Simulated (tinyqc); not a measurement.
# Barrier and mass from two Fowler-Nordheim currents

Question. Fowler-Nordheim tunnelling through a dielectric follows J = A F^2 exp(-B/F), A = q^2 me/(16 pi^2 hbar m1 phi1) (A/V^2 with phi1 in volts), B = (4/3) sqrt(m1/C) phi1^1.5 (V/nm), C = hbar^2/(2 m0). Find B, A, phi1 and m1.

Parameters, values chosen for the exercise:
```
symbol,value,unit,meaning
me,1,m0,emitter mass in the supply function
```

Constants: q = 1.602176634e-19 C, hbar = 1.054571817e-34 J s, m0 = 9.1093837015e-31 kg, hbar^2/(2 m0) = 0.0380998212 eV nm^2. Results are converted to the units shown.

J at F = 0.81 and 1.22 V/nm (A/cm^2): 0.091582093  227.93018

Answer. The slope of ln(J/F^2) against 1/F is -B and the intercept gives A. A fixes the product m1 phi1, and B = (4/3) phi1 sqrt(m1 phi1/C) then gives phi1.

B = 16.9 V/nm
A = 1.55e-6 A/V^2
phi1 = 2.48 eV
m1 = 0.400 m0

tinyqc, about 0.06 s, one thread, Intel Xeon 2.30GHz (shared host): `OMP_NUM_THREADS=1 python tinyqc.py 2540164 2540165 out.jsonl`
